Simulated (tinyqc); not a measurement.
Hubbard ring of 3 sites, step by step. Computed by tinyqc, a small Python program that keeps every step. Settings: hopping = 1.74, U = 11.2, mixing = 0.5, iteration cap = 65. Command: `OMP_NUM_THREADS=1 python tinyqc.py 20592 20593 out.jsonl` (the two numbers bound the seeds that draw the settings). One thread of a shared host (Intel(R) Xeon(R) Processor @ 2.60GHz), about 0.3 s of CPU time with the checks. Later iterations appear only in the table of the cycle.

## Mean-field iteration 1

one-body matrix (hopping and site energies) (eV):
```
           1          2          3
1   0.000000  -1.740000  -1.740000
2  -1.740000   0.000000  -1.740000
3  -1.740000  -1.740000   0.000000
```

U = 11.200000 eV

electrons, up and down: 2  1

mixing = 0.500000

n(up) at the start (a guess, not normalised): 1 1.000000, 2 0.217000, 3 1.000000

n(down) at the start (a guess): 1 0.000000, 2 0.783000, 3 0.000000

H(up) = T + U n(down), H(down) = T + U n(up); fill the lowest levels; n(new) = n + mixing (n(out) - n); E = tr T (rho up + rho down) + U sum n_up n_down of the output.

levels, up (eV): -2.287624  1.740000  9.317224

levels, down (eV): 1.654627  10.235773  12.940000

energy = -1.060660 eV

n(up) after iteration 1: 1 0.988203, 2 0.132095, 3 0.988203

n(down) after iteration 1: 1 0.022601, 2 0.846298, 3 0.022601

## Mean-field iteration 2

As before.

levels, up (eV): -2.013760  1.993132  10.005428

levels, down (eV): 0.771755  10.035575  12.807870

energy = -1.081181 eV

n(up) after iteration 2: 1 0.983142, 2 0.087966, 3 0.983142

n(down) after iteration 2: 1 0.030399, 2 0.884952, 3 0.030399

## Mean-field iteration 3

As before.

levels, up (eV): -1.911678  2.080471  10.423607

levels, down (eV): 0.309541  9.946869  12.751190

energy = -1.086784 eV

n(up) after iteration 3: 1 0.981191, 2 0.064743, 3 0.981191

n(down) after iteration 3: 1 0.032727, 2 0.907421, 3 0.032727

## Convergence

Each step fills the lowest levels of T + U n(other spin) and sets n(new) = n + mixing (n(out) - n); stop when output and input agree to 1e-8.

Course of the cycle:
```
iteration       E (eV)  largest |n(out) - n(in)|  mean |n_up - n_down|
1          -1.06066035                  1.70e-01              0.908271
2          -1.08118080                  8.83e-02              0.919845
3          -1.08678416                  4.64e-02              0.925580
4          -1.08846050                  2.56e-02              0.928609
5          -1.08898136                  1.44e-02              0.930260
6          -1.08914619                  8.10e-03              0.931175
7          -1.08919886                  4.53e-03              0.931688
8          -1.08921578                  2.54e-03              0.931977
9          -1.08922124                  1.42e-03              0.932140
10         -1.08922300                  7.93e-04              0.932233
11         -1.08922356                  4.44e-04              0.932285
...                ...                       ...                   ...
20         -1.08922384                  2.51e-06              0.932354
21         -1.08922384                  1.42e-06              0.932354
22         -1.08922384                  8.02e-07              0.932354
23         -1.08922384                  4.54e-07              0.932354
24         -1.08922384                  2.57e-07              0.932354
25         -1.08922384                  1.46e-07              0.932354
26         -1.08922384                  8.25e-08              0.932354
27         -1.08922384                  4.68e-08              0.932354
28         -1.08922384                  2.65e-08              0.932354
29         -1.08922384                  1.51e-08              0.932354
30         -1.08922384                  8.55e-09              0.932354
```

local moments n_up - n_down: 1 0.949266, 2 -0.898532, 3 0.949266

Converged in 30 iterations. Before convergence this energy mixes input and output and is not variational, so it may rise towards its limit.

## The many-body Hamiltonian

Basis: all placements (u, d, 2, 0 on each site), up operators ordered before down ones; hops carry the sign of the same-spin electrons passed.

H (eV):
```
           2u0        u20        uud        20u        udu        u02        duu        02u
2u0  11.200000  -1.740000  -1.740000  -1.740000   0.000000   0.000000   1.740000   0.000000
u20  -1.740000  11.200000  -1.740000   0.000000  -1.740000   0.000000   0.000000   1.740000
uud  -1.740000  -1.740000   0.000000   0.000000   0.000000  -1.740000   0.000000   0.000000
20u  -1.740000   0.000000   0.000000  11.200000  -1.740000  -1.740000  -1.740000   0.000000
udu   0.000000  -1.740000   0.000000  -1.740000   0.000000  -1.740000   0.000000  -1.740000
u02   0.000000   0.000000  -1.740000  -1.740000  -1.740000  11.200000   0.000000   0.000000
duu   1.740000   0.000000   0.000000  -1.740000   0.000000   0.000000   0.000000  -1.740000
02u   0.000000   1.740000   0.000000   0.000000  -1.740000   0.000000  -1.740000  11.200000
0u2   0.000000   0.000000   1.740000   0.000000   0.000000  -1.740000  -1.740000  -1.740000

           0u2
2u0   0.000000
u20   0.000000
uud   1.740000
20u   0.000000
udu   0.000000
u02  -1.740000
duu  -1.740000
02u  -1.740000
0u2  11.200000
```

## Exact diagonalisation (9 states)

Lowest levels of the sector, and the double occupancy of the lowest state.

lowest levels (eV): -1.513867  -1.513867  0.000000  9.028753  9.028753  11.200000

double occupancy per site = 0.039194

The mean-field solution above lies 0.4246 eV above the exact energy.

## The lowest level by Lanczos steps

From a random start vector (not printed): a_j = <q_j|H|q_j>, b_j = norm of the remainder after orthogonalising; the Ritz value is the lowest eigenvalue of the tridiagonal matrix of a and b so far.

Lanczos:
```
j   a_j (eV)  b_j (eV)  lowest Ritz value (eV)
1   7.252272  6.447710              7.25227216
2   4.271940  3.674372             -0.85556381
3  11.681770  1.639632             -1.50138266
4  10.190848  1.429817             -1.51257771
5   0.203170         0             -1.51386733
```
